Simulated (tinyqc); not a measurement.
Speciation in dilute and buffered hydrofluoric acid, oxide etch rate and bath loading. Changing the NH4F added. Computed by tinyqc, a small Python program. Command: `OMP_NUM_THREADS=1 python tinyqc.py 3120347 3120348 out.jsonl hfetch sweep`. One thread of a shared host (Intel(R) Xeon(R) Processor @ 2.30GHz), about 0.01 s of CPU time with the checks.

Concentrations stand for activities, NH4+ and Cl- are spectators, and water ionisation is neglected. H, F and HF2 denote the ions H+, F- and HF2-. The base temperature is 298 K.

Inputs (values chosen for the exercise, of the order of those for thermal oxide at room temperature):
```
quantity                            value            unit
HF added                             0.27           mol/L
HCl added                               0           mol/L
K1 = [H][F]/[HF]                 0.000716           mol/L
K2 = [HF2]/([HF][F])                 4.46           L/mol
K3 = [H2F2]/[HF]^2                      0           L/mol
rate constant of neutral HF k_a        18  nm L/(min mol)
rate constant of HF2 k_b               49  nm L/(min mol)
activation energy                    0.37              eV
temperature error                     2.5               K
oxide removed per wafer                14              nm
```

Constants: k_B = 8.617333262e-05 eV/K.

Method:
- Fluoride balance: [HF] + [F] + 2 [HF2] + 2 [H2F2] = HF added + NH4F added. Acid balance: [H] + [HF] + [HF2] + 2 [H2F2] = HF added + HCl added. For a trial [H], [HF] = [H][F]/K1, and the fluoride balance is a quadratic in [F].
- The root is refined to 1e-13 in pH = -log10 [H].
- Rate = k_a ([HF] + 2 [H2F2]) + k_b [HF2], an empirical two-term form.
- Time = oxide/rate; a temperature error changes the rate by exp((E_a/k_B)(1/298 - 1/(298 + error))) - 1.

One run for each value:
```
NH4F added (mol/L)  etch rate (nm/min)      pH  [HF2] (mol/L)  [HF] (mol/L)
0.009                            4.976  1.8229        0.01249       0.24248
0.018                            5.127  1.9198        0.01560       0.24238
0.037                            5.436  2.1037        0.02315       0.23897
0.076                            6.032  2.3922        0.04017       0.22578
0.16                             7.152  2.7965        0.07487       0.19354
0.32                             8.738  3.2768        0.12539       0.14408
0.65                            10.513  3.8733        0.18242       0.08745
1.3                             11.786  4.5094        0.22344       0.04653
2.7                             12.529  5.1803        0.24738       0.02261
```

What does the table show?

Over the rows, etch rate (nm/min) rises from 4.98 to 12.5 (exponent d ln y / d ln x 0.043 between the first rows and 0.084 between the last); pH rises from 1.82 to 5.18; [HF2] (mol/L) rises from 0.0125 to 0.247 (exponent d ln y / d ln x 0.32 between the first rows and 0.14 between the last).

Caution (rows 0.650, 1.30, 2.70): at ionic strengths above about 0.5 mol/L activities differ much from concentrations, so pH and rates are only indicative.
